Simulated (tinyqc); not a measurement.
# Worked calculation: a spin-degenerate level with charging energy between two leads, rate equations

Program tinyqc, `OMP_NUM_THREADS=1 python tinyqc.py 2780018 2780019 out.jsonl`; Intel Xeon 2.30GHz, shared host, one thread, about 0.01 s. Printed values are rounded.

States 0, up, down and 2 with energies 0, e1 - Ez/2, e1 + Ez/2 and 2 e1 + U. mu_L = +V/2, mu_R = -V/2 (meV), f(x) = 1/(1 + exp(x/kB T)). A transition that adds one electron of given spin at the energy E has the rate G f(E - mu) from each lead, and its reverse G [1 - f(E - mu)]. I counts electrons leaving the left lead, times q.

Parameters, values chosen for the exercise: charging energy of the second electron U = 9.1 meV; level e1 = -3.29 meV; tunnel rate to the left lead GL = 1.3 1/ns; tunnel rate to the right lead GR = 4.9 1/ns; temperature T = 6.1 K; bias V = 2.4 mV; Zeeman splitting Ez = 0 meV; time step dt = 0.042 ns.

Constants: q = 1.602176634e-19 C, kB = 1.380649e-23 J/K, Vt = kB T/q. Results are converted to the units shown.

Range of the model: Rate equations need hbar G well below kB T; cotunnelling and the Kondo effect are left out.

## Transition energies and Fermi factors

Transition energies: 0-up e1 - Ez/2, 0-down e1 + Ez/2, up-2 e1 + U + Ez/2, down-2 e1 + U - Ez/2.

```
transition    E (meV)         fL         fR
0-up        -3.290000  0.9998049  0.9815845
0-down      -3.290000  0.9998049  0.9815845
up-2         5.810000  0.0001553  0.0000016
down-2       5.810000  0.0001553  0.0000016
```

## Rate matrix

dp/dt = W p; W_ji is the rate from state i to j, and each column sums to zero.

W (1/ns):
```
              0        up      down          2
0     -12.21902   0.09049   0.09049    0.00000
up      6.10951  -0.09070   0.00000    6.19979
down    6.10951   0.00000  -0.09070    6.19979
2       0.00000   0.00021   0.00021  -12.39958
```

## Steady state and current

Steady state: W p = 0 with sum p = 1. I = q GL sum over transitions i-j of [fL p_i - (1 - fL) p_j].

p: 0 0.0073511, up 0.4963161, down 0.4963161, 2 0.0000168
mean number of electrons = 0.9926657
I = 3.046384 pA

In units of q GL GR/(GL + GR) = 165 pA the current is 0.0185; two independent spin channels fully inside the bias window would give 2.

## Step 1: time step

p at the start: 0 1, up 0, down 0, 2 0

Explicit Euler step: p(new) = p + dt W p.

p after step 1: 0 0.4868011, up 0.2565994, down 0.2565994, 2 0.0000000

## Step 2: time step

As before.

p after step 2: 0 0.2389258, up 0.3805348, down 0.3805348, 2 0.0000045

## Relaxation from the empty dot

Stop when no probability changes by more than 1e-8 in a step, or after 400 steps.

Course of the iteration:
```
step       p(0)      p(up)    p(down)  p(2) / 1e-5  largest change
1     0.4868011  0.2565994  0.2565994     0.000000           0.513
2     0.2389258  0.3805348  0.3805348     0.452237           0.248
3     0.1192018  0.4403946  0.4403946     0.887384           0.120
4     0.0613751  0.4693064  0.4693064     1.201412          0.0578
5     0.0334447  0.4832706  0.4832706     1.402855          0.0279
6     0.0199543  0.4900152  0.4900152     1.524000          0.0135
7     0.0134385  0.4932728  0.4932728     1.593942         6.52e-3
8     0.0102913  0.4948462  0.4948462     1.633201         3.15e-3
...         ...        ...        ...          ...             ...
19    0.0073521  0.4963156  0.4963156     1.679592         1.05e-6
20    0.0073516  0.4963158  0.4963158     1.679608         5.07e-7
21    0.0073513  0.4963159  0.4963159     1.679617         2.45e-7
22    0.0073512  0.4963160  0.4963160     1.679621         1.18e-7
23    0.0073511  0.4963160  0.4963160     1.679623         5.72e-8
24    0.0073511  0.4963160  0.4963160     1.679624         2.76e-8
25    0.0073511  0.4963161  0.4963161     1.679625         1.33e-8
26    0.0073511  0.4963161  0.4963161     1.679625         6.44e-9
```

The steps settle after 26 steps (1.09 ns) on the steady state above. The decay rates of W are 0.0907, 12.3 and 12.4 1/ns; stability needs dt below 2 over the largest, 0.161 ns.
